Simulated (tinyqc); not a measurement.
Kinetic against equilibrium segregation over temperature: surface segregation during layer-by-layer epitaxy: two-layer exchange kinetics and the shape of quantum wells and delta layers. Computed by tinyqc, a small Python program. Command: `OMP_NUM_THREADS=1 python tinyqc.py 3015381 3015382 out.jsonl mbeseg walk`. One thread of a shared host (Intel(R) Xeon(R) Processor @ 2.30GHz), about 0.01 s of CPU time with the checks.

Atoms A and B exchange only between the growing layer and the one below it. B is supplied for N layers, then pure A follows.

Inputs (values chosen for the exercise, close to those used for germanium in silicon):

| quantity | value | unit |
|---|---|---|
| barrier E1 for B to move up | 1.61 | eV |
| segregation energy E_s | 0.27 | eV |
| attempt frequency nu | 1 | THz |
| growth rate G | 0.53 | layers/s |
| share x0 of B in the flux during the well | 0.3 | - |
| layers in the well N | 8 | - |
| layer thickness | 1.36 | angstrom |
| temperature T | 390 | C |

Constants: k_B = 8.617333262e-05 eV/K.

Method:
- p1 = nu exp(-E1/(k_B T)) (B up, A down), p2 = nu exp(-(E1 + E_s)/(k_B T)) (B down); time per layer tau = 1/G; K = p1/p2.
- Temperatures in kelvin are T(C) + 273.15.
- Each layer is deposited complete with B share x_dep and then exchanges for the time tau = 1/G with the layer below, whose share is b (total c = s + b fixed): ds/dt = p1 b (1 - s) - p2 s (1 - b), s(0) = x_dep. With the roots s1 < s2 of the right side, (s - s1)/(s - s2) = [(s(0) - s1)/(s(0) - s2)] exp(-(p1 - p2)(s2 - s1) tau). The lower layer is then buried with c - s, and s becomes the b of the next layer.
- In the dilute tail each layer passes up the share R = R_eq (1 - exp(-(p1 + p2) tau)); decay length = -layer thickness/ln R.
- R_eq = K/(1 + K).

Segregation:

| T (C) | p1 tau | R_eq | R | decay length (angstrom) | peak share |
|---|---|---|---|---|---|
| 270 | 2.1720e-03 | 0.99689 | 2.1696e-03 | 2.2174e-01 | 0.30000 |
| 310 | 2.2991e-02 | 0.99538 | 2.2728e-02 | 3.5939e-01 | 0.30000 |
| 350 | 1.7977e-01 | 0.99349 | 1.6444e-01 | 7.5338e-01 | 0.30000 |
| 390 | 1.0968e+00 | 0.99121 | 6.6340e-01 | 3.3140e+00 | 0.29946 |
| 430 | 5.4471e+00 | 0.98852 | 9.8453e-01 | 8.7206e+01 | 0.29910 |
| 470 | 2.2766e+01 | 0.98546 | 9.8546e-01 | 9.2847e+01 | 0.29993 |
| 510 | 8.2214e+01 | 0.98203 | 9.8203e-01 | 7.4990e+01 | 0.29987 |
| 550 | 2.6207e+02 | 0.97825 | 9.7825e-01 | 6.1860e+01 | 0.29976 |

What does the comparison show, and why?

The decay length peaks at 470 C among these rows: below, exchange is too slow; above, equilibrium rules and K = exp(E_s/(k_B T)) falls. p1 tau passes 1 between 350 and 390 C, below which sharp interfaces can be grown. Caution: decay lengths below one layer thickness are only formal.

Extremes, crossings and ranges named in words are read from the listed rows.
